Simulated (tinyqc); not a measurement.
Band bending at a free surface with one surface level, surface photovoltage and Kelvin probe: Kelvin-probe contrast of the doping.

n-type bulk, xi = Ec - EF = Vt ln(Nc/Nd), p0 = ni^2/Nd, ni = sqrt(Nc Nv) exp(-Eg/(2 Vt)), Eg in volts. b is the upward band bending, u = b/Vt. Space charge per area, in units of q: Qc = sign(b) sqrt((2 eps0 eps_r Vt/q) [(Nd + dn)(exp(-u) - 1) + Nd u + (p0 + dn)(exp(u) - 1)]), with dn the excess density under light (flat quasi-Fermi levels; 0 in the dark). The level holds -Ns f, f = 1/(1 + exp((xi + b - Es)/Vt)). Neutrality: Qc + Qf + (charge of the states) = 0.

Work function chi + xi + b; contact potential difference CPD = (work function of the sample) - pt. b solves the neutrality condition in the dark.

Parameters, values chosen for the exercise; band and dielectric values close to those of gallium nitride: temperature T = 300 K; band gap Eg = 3.33 eV; relative permittivity eps_r = 9.61; conduction-band density of states at T Nc = 2.26e18 cm^-3; valence-band density of states at T Nv = 4.64e19 cm^-3; electron affinity chi = 4.11 eV; fixed positive charge at the surface Qf = 0 cm^-2; work function of the probe tip pt = 4.49 eV; density of an acceptor-like surface level Ns = 1.3e12 cm^-2; its depth below the conduction edge Es = 0.81 eV.

Constants: q = 1.602176634e-19 C, kB = 1.380649e-23 J/K, Vt = kB T/q, eps0 = 8.8541878128e-14 F/cm where lengths are in cm. Results are converted to the units shown.

Result of one run:
```
xi (eV),b (V),CPD (mV)
0.1740,0.6911,485.1
```

Which donor density Nd gave this result: 1.2e14, 3.3e14, 2.7e15, 7.8e15 or 6.4e16 cm^-3?

Nd = 2.7e15 cm^-3.

The whole series:
```
Nd (cm^-3),xi (eV),b (V),CPD (mV)
1.2e14,0.2545,0.6539,528.4
3.3e14,0.2283,0.6663,514.7
9.5e14,0.2010,0.6790,500.0
2.7e15,0.1740,0.6911,485.1
7.8e15,0.1466,0.7023,468.8
2.2e16,0.1197,0.7112,450.9
6.4e16,0.09214,0.7151,427.3
1.8e17,0.06541,0.6954,380.8
```

xi falls by 189 mV over the table and the CPD by 148 mV; b goes from 0.654 through a maximum of 0.715 (at Nd = 6.4e16 cm^-3 among the rows listed) to 0.695 V. Between the first two rows the CPD follows 52.5 % of the change of xi, and between the last two 174 %. It is below 100 % where b rises with the doping (pinning hides it). It exceeds 100 % where b falls as the doping rises.

Computed by the program tinyqc: `OMP_NUM_THREADS=1 python tinyqc.py 2430039 2430040 out.jsonl`, one thread of a shared Intel Xeon 2.30GHz, about 0.01 s for the whole run.
